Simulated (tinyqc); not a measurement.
# Frequency dispersion of an accumulation capacitance by border traps, distributed model, step by step

Computed by the program tinyqc: `OMP_NUM_THREADS=1 python tinyqc.py 2202068 2202069 out.jsonl`, one thread of a shared Intel Xeon 2.30GHz, about 0.4 s for the whole run. Printed values are rounded.

Traps spread evenly through the insulator exchange electrons with the semiconductor by tunnelling, with tau(x) = t0 exp(2 ka x) at depth x from the interface. The admittance per area Y seen at depth x obeys dY/dx = -Y^2/(i w eps0 eox) + q Nb ln(1 + i w tau)/tau, with Y(0) = i w Cs and w = 2 pi f; the gate sees Y(tox) = G + i w C. Working variable y = Y/(i w), in uF/cm^2. Cox = eps0 eox/tox.

Parameters, values chosen for the exercise; permittivity close to that of aluminium oxide:
- eox = 8.82 (relative permittivity of the insulator)
- tox = 5.8 nm (insulator thickness)
- Cs = 1.4 uF/cm^2 (semiconductor capacitance in accumulation)
- Nb = 5e18 cm^-3 eV^-1 (density of border traps)
- ka = 4.8 1/nm (decay constant of the wave function in the insulator)
- t0 = 3e-10 s (time constant of a trap at the interface)
- f = 100 Hz (frequency)
- xe = 2.1 nm (depth down to which the steps are taken)

Constants: q = 1.602176634e-19 C, eps0 = 8.8541878128e-14 F/cm where lengths are in cm. Results are converted to the units shown.

## Scales and lumped estimate

Cox; trap-free value 1/(1/Cox + 1/Cs); response depth d = ln(1/(w t0))/(2 ka), where w tau = 1; lumped estimate: all traps within d act as C_bt = q Nb d placed at d/2, so C = 1/{1/[1/(1/Cs + d/(2 eps0 eox)) + C_bt] + (tox - d/2)/(eps0 eox)}.

Cox = 1.34645 uF/cm^2
trap-free C = 0.686351 uF/cm^2
d = 1.61294 nm
C_bt = 0.129210 uF/cm^2
lumped C = 0.725232 uF/cm^2

The traps within reach amount to 0.0923 Cs and lie in the first 27.8 % of the insulator.

## Midpoint steps through the active depth

In terms of y: dy/dx = -y^2/(eps0 eox) + s(x), s = q Nb ln(1 + z)/z, z = i w tau. 8 midpoint steps of h = xe/8: y_half = y + (h/2) y'(x, y), y(new) = y + h y'(x + h/2, y_half).

```
point   x (nm)      s (uF/(cm^2 nm))       y (uF/cm^2)
0            0  0.0801088+0.0000000i  1.40000+0.00000i
1       0.2625  0.0801088-0.0000001i  1.35724+0.00000i
2        0.525  0.0801088-0.0000012i  1.31820+0.00000i
3       0.7875  0.0801088-0.0000145i  1.28247+0.00000i
4         1.05  0.0801083-0.0001802i  1.24968-0.00001i
5      1.31250  0.0800255-0.0022355i  1.21952-0.00018i
6        1.575  0.0700129-0.0227068i  1.19148-0.00217i
7      1.83750  0.0135032-0.0200620i  1.15508-0.01013i
8          2.1  0.0011656-0.0034903i  1.11289-0.01154i
```

## Capacitance and conductance at the gate

y at xe = 1.11289-0.01154i uF/cm^2

Beyond xe the traps are ignored, so 1/y(tox) = 1/y(xe) + (tox - xe)/(eps0 eox); C = Re y, G/w = -Im y, loss tangent G/(w C).

y at the gate = 0.728696-0.004948i uF/cm^2
C = 0.728696 uF/cm^2
G/w = 0.00494814 uF/cm^2
loss tangent = 0.00679040

A fine integration over the whole insulator gives C = 0.72888 and G/w = 0.005027 uF/cm^2; the coarse G/w is 1.6 % below that. The fine C is 6.2 % above the trap-free value, and the lumped estimate is 0.50 % below the fine result.
